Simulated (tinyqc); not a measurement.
Energy and delay of logic against supply voltage: one step of the calculation.

One expression serves below and above threshold: I(Vg) = Ik [ln(1 + exp((Vg - VT + dd V)/(al nf Vt)))]^al, with I_on = I(V) and I_off = I(0). Gate delay td = kd C V/I_on, clock period LD td. Per gate and cycle the switching energy is act C V^2 and the leakage energy I_off V LD td. No short-circuit current, no variation. Minima are sought above 0.09 V; below a few Vt gates no longer switch and the model has no meaning.

Question. Currents, delay and energies. I_on, I_off, td, clock frequency 1/(LD td), both energies and their sum.

Parameters, values chosen for the exercise; values of the order met in logic technologies: temperature T = 330 K; threshold voltage at zero drain bias VT = 0.25 V; slope factor nf = 1.19; barrier lowering per volt of supply dd = 0.1; specific current of a gate Ik = 1.3 uA; exponent of the current law al = 1.86; load capacitance of a gate C = 2.4 fF; delay factor kd = 0.7; logic depth LD = 40; activity factor act = 0.2; supply voltage V = 1 V.

Constants: q = 1.602176634e-19 C, kB = 1.380649e-23 J/K, Vt = kB T/q. Results are converted to the units shown.

Find: I_on; I_off; td; clock frequency; switching energy; leakage energy; energy.

Answer.

I_on = 164.67 uA
I_off = 14.223 nA
td = 10.202 ps
clock frequency = 2.4505 GHz
switching energy = 480.00 aJ
leakage energy = 5.8041 aJ
energy = 485.80 aJ

I_on/I_off = 11600; leakage makes up 1.19 % of the energy.

Computed by the program tinyqc: `OMP_NUM_THREADS=1 python tinyqc.py 2082144 2082145 out.jsonl`, one thread of a shared Intel Xeon 2.30GHz, about 0.01 s for the whole run.
